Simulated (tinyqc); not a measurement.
Atomic layer deposition: Langmuir saturation, growth per cycle and coating of deep features: one step, computed by the program tinyqc.

Precursor A sticks only on free sites, so a long enough pulse saturates; co-reactant B then frees the sites again.

Question. Exposure for a deep feature. Diffusion-limited filling (Gordon) of a round hole of diameter w: a saturation front at depth z needs dz/dt = D_K n/(z (4q/w)), with Knudsen D_K = w c/3 and F = n c/4; including the entrance and floor terms, t = (q/F)(1 + 19a/4 + 3a^2/2). Reaction-limited filling needs ln(100)/k_a at any depth, k_a = beta F/q. Flow is molecular. The front picture holds when the modulus a sqrt(beta) is well above 1. Depth reached by the given pulse: solve the same formula for a. Exposure = p x diffusion-limited time; 1 langmuir = 1.33322e-4 Pa s.

Inputs (values chosen for the exercise, modelled on silicon dioxide from an aminosilane and ozone):

| quantity | value | unit |
|---|---|---|
| site density q | 2.7 | 1/nm^2 |
| sticking probability beta on free sites | 0.067 | - |
| precursor pressure p | 15 | Pa |
| temperature T | 275 | C |
| pulse time t | 0.0015 | s |
| aspect ratio a | 8.8 | - |

Feature: round hole.

flux F = 127970.8 1/(nm^2 s)

Give: diffusion-limited time; exposure; modulus; aspect ratio reached by the front in time t.

Answer.

diffusion-limited time = 0.0033538 s

exposure = 377.34 langmuir

modulus = 2.2778

aspect ratio reached by the front in time t = 5.4336

Caution: the modulus is not well above 1 or the Gordon time is under three times ln(100)/k_a, so there is no sharp front: the Gordon time is only a lower bound and the reaction time must be met as well. Caution: the depth reached is formal here: it is under 2/sqrt(beta), so no sharp front has formed.
